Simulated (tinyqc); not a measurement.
# AlGaN/GaN HEMT with access regions, lumped model: several studies

A polarisation-induced electron sheet under a Schottky gate, in series with two ungated access regions and contacts. Drift law v = mu E/(1 + mu E/vs) under the gate. Currents in mA/mm, resistances in ohm mm. No self-heating, no channel-length modulation; fits for polarisation, barrier and offset are chosen for the exercise.

Values chosen for this exercise; values close to those of AlGaN/GaN structures: aluminium share of the barrier x = 0.28; barrier thickness d = 15 nm; relative permittivity of barrier and channel eps_r = 9.5; channel mobility mu = 1300 cm^2/(V s); saturation velocity vs = 1.1e7 cm/s; gate length Lg = 1 um; source access length Ls = 0.5 um; drain access length Ld = 8 um; resistance of each contact Rc = 0.46 ohm mm; share of the drain-access electrons removed by traps ft = 0.42; gate voltage Vg = -1 V.

Constants: q = 1.602176634e-19 C, eps0 = 8.8541878128e-14 F/cm where lengths are in cm. Results are converted to the units shown.

Each table varies one quantity; the others keep the values above.

## Effect of the gate voltage

sigma = (5e13 x + 1.6e13 x^2) cm^-2, phiB = 0.84 + 1.3 x, dEc = 0.7 (1.71 x + x^2) in volts, Cb = eps0 eps_r/d, VT = phiB - dEc - q sigma/Cb, access density n0 = -Cb VT/q. Access resistance R(L, n) = L/(q mu n sqrt(1 - (I/(q n vs))^2)); Rs = Rc + R(Ls, n0), Rd = Rc + R(Ld, (1 - ft) n0). Vg' = Vg - I Rs, Vd' = Vd - I (Rs + Rd); with u = Vg' - VT, Vc = vs Lg/mu and w the smaller of Vd' and Vc [sqrt(1 + 2 u/Vc) - 1] (0 if negative), the channel gives (mu Cb/Lg)(u w - w^2/2)/(1 + w/Vc). I equals that channel current. Isat is I at Vd = 10 V, gm = dIsat/dVg, Ron the limit of Vd/I at small Vd.

The same in every row: VT (V) = -3.544; n0 (cm^-2) = 1.241e13.

Effect of the gate voltage:

| Vg (V) | Ron (ohm mm) | Isat (mA/mm) | gm (mS/mm) |
|---|---|---|---|
| -3.1 | 9.538 | 43.50 | 160.1 |
| -2.4 | 7.650 | 187.6 | 238.7 |
| -1.8 | 7.238 | 341.2 | 270.3 |
| -1.1 | 7.013 | 538.7 | 292.2 |
| -0.5 | 6.902 | 717.9 | 304.1 |
| 0.2 | 6.818 | 933.9 | 280.7 |
| 0.8 | 6.767 | 973.8 | 24.44 |
| 1.5 | 6.724 | 984.7 | 10.10 |

As Vg goes from -3.1 to 1.5 V, Ron falls from 9.54 to 6.72 ohm mm, Isat rises from 43.5 to 985 mA/mm and gm goes from 160 through a maximum of 304 (at Vg = -0.5 V among the rows listed) to 10.1 mS/mm. The ceiling Cb vs is 617 mS/mm. For Vg = -1.1 to 1.5 V the power passes 5 W/mm, where self-heating, left out here, lowers the current. For Vg = 0.2 to 1.5 V the gated channel is not yet saturated at 10 V, because the access regions take the voltage, and gm drops. At Vg = 1.5 V Vg comes within 0.2 V of phiB or passes it, so at low drain current, as for Ron, the Schottky gate would conduct.

## Effect of the aluminium share of the barrier

Same model as above.

Results:

| x | VT (V) | n0 (cm^-2) | Ron (ohm mm) | Isat (mA/mm) | gm (mS/mm) |
|---|---|---|---|---|---|
| 0.17 | -1.723 | 6.032e12 | 14.19 | 90.62 | 191.0 |
| 0.22 | -2.535 | 8.874e12 | 9.547 | 279.8 | 254.4 |
| 0.27 | -3.374 | 1.181e13 | 7.310 | 516.5 | 289.3 |
| 0.37 | -5.129 | 1.795e13 | 5.075 | 1082 | 329.1 |
| 0.42 | -6.047 | 2.116e13 | 4.434 | 1401 | 342.1 |

Estimate the missing row, x = 0.32.

Computed row:

| x | VT (V) | n0 (cm^-2) | Ron (ohm mm) | Isat (mA/mm) | gm (mS/mm) |
|---|---|---|---|---|---|
| 0.32 | -4.238 | 1.483e13 | 5.970 | 786.2 | 312.3 |

With this row back in the table: As x goes from 0.17 to 0.42, Ron falls from 14.2 to 4.43 ohm mm, Isat rises from 90.6 to 1400 mA/mm and gm rises from 191 to 342 mS/mm. VT falls from -1.72 to -6.05 V. For x = 0.27 to 0.42 the power passes 5 W/mm, where self-heating, left out here, lowers the current.

## Effect of the share of the drain-access electrons removed by traps

Same model as above.

The same in every row: VT (V) = -3.544; n0 (cm^-2) = 1.241e13.

Effect of the share of the drain-access electrons removed by traps:

| ft | Ron (ohm mm) | Isat (mA/mm) | gm (mS/mm) |
|---|---|---|---|
| 0 | 4.749 | 568.0 | 294.6 |
| 0.1 | 5.093 | 568.0 | 294.6 |
| 0.2 | 5.523 | 568.0 | 294.6 |
| 0.3 | 6.076 | 568.0 | 294.6 |
| 0.4 | 6.813 | 568.0 | 294.6 |
| 0.5 | 7.845 | 568.0 | 294.6 |
| 0.6 | 9.393 | 568.0 | 294.6 |
| 0.7 | 11.97 | 518.1 | 21.10 |

As ft goes from 0 to 0.7, Ron rises from 4.75 to 12.0 ohm mm, Isat falls from 568 to 518 mA/mm and gm falls from 295 to 21.1 mS/mm. The ceiling Cb vs is 617 mS/mm. In every row the power passes 5 W/mm, where self-heating, left out here, lowers the current. At ft = 0.7 the gated channel is not yet saturated at 10 V, because the access regions take the voltage, and gm drops.

Program tinyqc, `OMP_NUM_THREADS=1 python tinyqc.py 2570151 2570152 out.jsonl`; Intel Xeon 2.30GHz, shared host, one thread, about 0.03 s.
